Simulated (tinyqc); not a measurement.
## Contact resistivity and sheet resistance from two contact lengths

Inverse problem. Rc = [sqrt(rc Rsh)/Wc] coth(Lc/(2 LT)), LT = sqrt(rc/Rsh), Wc = 126 nm; the second contact is twice as long as the first. Find LT, rc and Rsh.

Rc for Lc = 18 and 36 nm (ohm): 288.822327  154.181424

Answer. With t = tanh(Lc/(2 LT)) for the shorter contact, the resistance of the longer over that of the shorter is (1 + t^2)/2. Then sqrt(rc Rsh) = Rc t Wc, and rc and Rsh follow by multiplying and dividing by LT.

LT = 33.81 nm
rc = 3.200e-9 ohm cm^2
Rsh = 280.0 ohm

Computed by the program tinyqc: `OMP_NUM_THREADS=1 python tinyqc.py 2170162 2170163 out.jsonl`, one thread of a shared Intel Xeon 2.30GHz, about 0.04 s for the whole run.
